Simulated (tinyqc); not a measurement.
Inside a calculation. Method: coherent transport through a tight-binding region between two chains. One step of it, computed by the program tinyqc.

Task: Transmission at E = -0.65 eV. Surface Green function g = (E - i sqrt(4 t^2 - E^2)) / (2 t^2); self-energy tc^2 g on each contact site; G = (E - H - Sigma)^(-1); Gamma = -2 Im Sigma; T = Gamma_L Gamma_R |G_LR|^2; local density of states -Im G_ii / pi.

H of the central region (eV), lower triangle:
```
,1,2,3
1,0.000000
2,-0.770000,0.000000
3,0.000000,-0.770000,0.000000
```

Leads: semi-infinite chains with site energy 0:
```
parameter,value
lead hopping t (eV),1.460000
coupling to the left lead (eV),0.300000
coupling to the right lead (eV),1.430000
left contact site,1
right contact site,3
```

E = -0.650000 eV

Give: g; G; local density of states; transmission.

Result:

g = -0.1525-0.6677i 1/eV

G (1/eV), lower triangle:
```
,1,2,3
1,0.1725-1.7129i
2,1.3076-1.4289i,0.9690-1.2828i
3,0.9313+0.5067i,0.8091+0.3460i,-0.2483-0.2146i
```

local density of states (1/eV): 0.5452  0.4083  0.0683

transmission = 0.3689
